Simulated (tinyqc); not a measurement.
# Reverse leakage of an n+-p junction: diffusion, generation, trap-assisted and band-to-band tunnelling: leakage components against the temperature

One-sided abrupt junction in the depletion approximation, x from the junction (0) to W on the p side, field F = F0 (1 - x/W). Flat quasi-Fermi levels, long p side. Traps generate through SRH with both lifetimes shortened by 1 + Gamma (Hurkx enhancement, form for moderate fields); band-to-band generation is local and needs a total bending above Eg.

Nc and Nv are given at 400 K and scale as (T/400 K)^1.5; all else is held fixed. ni = sqrt(Nc Nv) exp(-Eg/(2 Vt)), Eg in volts; Vbi = Vt ln(Na Nd/ni^2); W = sqrt(2 eps0 eps_r (Vbi + VR)/(q Na)); F0 = 2 (Vbi + VR)/W; FG = sqrt(24 mt m0 (kB T)^3)/(q hbar); J_diff = q ni^2 sqrt(Dn/tau)(1 - exp(-VR/Vt))/Na. u = (Vbi + VR)(1 - x/W)^2, p = Na exp(-u/Vt), n = Nd exp((u - Vbi - VR)/Vt); G0 = ni^2 (1 - exp(-VR/Vt))/(tau (n + p + 2 ni cosh(Et/Vt))); Gamma = 2 sqrt(3 pi)(F/FG) exp((F/FG)^2); trap-assisted part G0 Gamma; G_bb = Ab F^2.5 exp(-Bb/F) with F in V/cm, zero unless Vbi + VR > Eg. Currents are q times the integrals over 0 to W; J_bb under 1e-8 of J is printed as 0; rows with F0/FG above 2.2, beyond the range of this Gamma, are left out.

Values chosen for this exercise; band and dielectric values close to those of silicon:
```
symbol    value                 unit                                                         meaning
Eg         1.14                   eV                                                        band gap
eps_r      11.7                                                                relative permittivity
Nc      4.31e19                cm^-3  conduction-band density of states at the reference temperature
Nv      4.02e19                cm^-3     valence-band density of states at the reference temperature
Na       1.1e16                cm^-3                            acceptor density of the lighter side
Nd         1e20                cm^-3                               donor density of the heavier side
tau        2e-6                    s                     SRH lifetime of both carriers at zero field
Et        -0.01                   eV                            trap level above the intrinsic level
mt         0.24                   m0                                                 tunnelling mass
Dn           26               cm^2/s              electron diffusion coefficient on the lighter side
Ab       5.5e14  cm^-0.5 V^-2.5 s^-1                                          band-to-band prefactor
Bb       1.93e7                 V/cm                                     band-to-band field constant
VR          1.2                    V                                                    reverse bias
```

Constants: q = 1.602176634e-19 C, kB = 1.380649e-23 J/K, hbar = 1.054571817e-34 J s, m0 = 9.1093837015e-31 kg, Vt = kB T/q, eps0 = 8.8541878128e-14 F/cm where lengths are in cm. Results are converted to the units shown.

The same in every row: J_bb (A/cm^2) = 0.

Results:
```
T (K)  F0 (kV/cm)  F0/FG  J_diff (A/cm^2)  J_SRH (A/cm^2)  J_TAT (A/cm^2)  J (A/cm^2)              largest part
220          87.2  0.384         1.16e-19        1.14e-12        1.86e-12    3.00e-12  trap-assisted tunnelling
250          86.7  0.316         2.32e-16        5.35e-11        6.92e-11    1.23e-10  trap-assisted tunnelling
280          86.3  0.265         9.44e-14         1.12e-9         1.19e-9     2.31e-9  trap-assisted tunnelling
310          85.8  0.226         1.24e-11         1.33e-8         1.18e-8     2.51e-8            SRH generation
340          85.3  0.196         7.07e-10         1.04e-7         7.82e-8     1.83e-7            SRH generation
400          84.3  0.151          3.94e-7         2.61e-6         1.47e-6     4.47e-6            SRH generation
430          83.7  0.135          4.92e-6         9.51e-6         4.68e-6     1.91e-5            SRH generation
```

Estimate the missing row, T = 370 K.

Computed row:
```
T (K)  F0 (kV/cm)  F0/FG  J_diff (A/cm^2)  J_SRH (A/cm^2)  J_TAT (A/cm^2)  J (A/cm^2)    largest part
370          84.8  0.171          2.14e-8         5.89e-7         3.81e-7     9.91e-7  SRH generation
```

With this row back in the table: J rises from 3.00e-12 to 1.91e-5 A/cm^2. Trap-assisted tunnelling leads at T = 220, SRH generation from 310 on. Activation energies over the table: 1.22 eV for diffusion (Eg = 1.14 eV, raised by the T^3 of ni^2), 0.619 eV for SRH generation (Eg/2 + |Et| = 0.580 eV), 0.572 eV for the trap-assisted part, lower since Gamma grows on cooling; the total shows 0.586 eV at the cold end and 0.718 eV at the hot end.

Range of the model: The n+ side is degenerate, so Vbi from Boltzmann statistics is only a guide.

Program tinyqc, `OMP_NUM_THREADS=1 python tinyqc.py 2290028 2290029 out.jsonl`; Intel Xeon 2.30GHz, shared host, one thread, about 0.01 s.
